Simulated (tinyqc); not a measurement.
Bloch-Grueneisen resistivity of a metal: one step, computed by the program tinyqc.

Electrons scatter from a Debye spectrum of phonons (n = 5 for scattering within one band, n = 3 for scattering into a second, heavy band) and from static defects.

Question. Total resistivity and derived numbers. J_n(y) = int_0^y x^n e^x/(e^x - 1)^2 dx, by 96 Gauss-Legendre points (upper limit at most 60). rho_ph = (n - 1) rho_1 (T/Theta)^n J_n(Theta/T), with rho_1 = 2 pi lambda_tr k_B Theta/(hbar eps_0 w_p^2), the high-temperature line at T = Theta. Matthiessen's rule: rho = rho_0 + rho_ph. Temperature coefficient (1/rho) d rho/dT by a central difference of +/- 0.5 K; residual ratio rho(295 K)/rho(4.2 K); scattering time tau = 1/(eps_0 w_p^2 rho); Wiedemann-Franz kappa = L_0 T/rho, L_0 = (pi^2/3)(k_B/e)^2.

Inputs (values chosen for the exercise, modelled on platinum):
```
quantity                      value         unit
exponent n                        5            -
Debye temperature Theta         213            K
transport coupling lambda_tr   0.52            -
Drude plasma energy hbar w_p    7.2           eV
residual resistivity rho_0      1.2  microohm cm
temperature T                   295            K
```

Addition: none.

Constants: k_B = 1.380649e-23 J/K; hbar = 1.054571817e-34 J s; eps_0 = 8.8541878128e-12 F/m; hbar = 6.582119569e-16 eV s; k_B = 8.617333262e-05 eV/K.

Give: resistivity rho; temperature coefficient; residual resistance ratio; scattering time; Wiedemann-Franz conductivity.

Answer.

resistivity rho = 12.772 microohm cm

temperature coefficient = 3.2475 1e-3/K

residual resistance ratio = 10.643

scattering time = 7.3901 fs

Wiedemann-Franz conductivity = 56.426 W/(m K)
